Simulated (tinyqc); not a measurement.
Bottom-up copper filling of a trench by curvature-enhanced accelerator coverage: one step, computed by the program tinyqc.

A rectangular trench keeps vertical walls and a flat floor. An accelerator floats on the surface; where area is lost in the corners it is passed on to the floor.

Problem. First rates. Kinetic current i_k = [i_0 (1 - theta) + i_1 theta] exp(alpha eta/(k_B T)), limit i_L = 2 F D C/delta, i = 1/(1/i_k + 1/i_L); velocity v = i Omega/(2F), Omega = 7.11 cm^3/mol, F = e N_A. Depletion inside the trench is ignored. At the start theta_b = theta_s = theta_0 and x = w/2: d theta_b/dt = k_a (1 - theta_0) + 2 theta_0 v/x (theta_b on the floor, theta_s on the walls, x the half width). At this initial relative rate the doubling time without adsorption would be x ln2/(2 v).

Inputs (values chosen for the exercise, close to those used for damascene copper plating): trench width w = 150 nm; starting coverage theta_0 = 0.035; adsorption rate k_a = 0.00012 1/s; temperature T = 298 K.

velocity at theta_0 = 0.7427644 nm/s

Give: rate from adsorption; rate from area loss; doubling time.

Solution.

rate from adsorption = 1.158e-04 1/s

rate from area loss = 6.932e-04 1/s

doubling time = 34.99 s
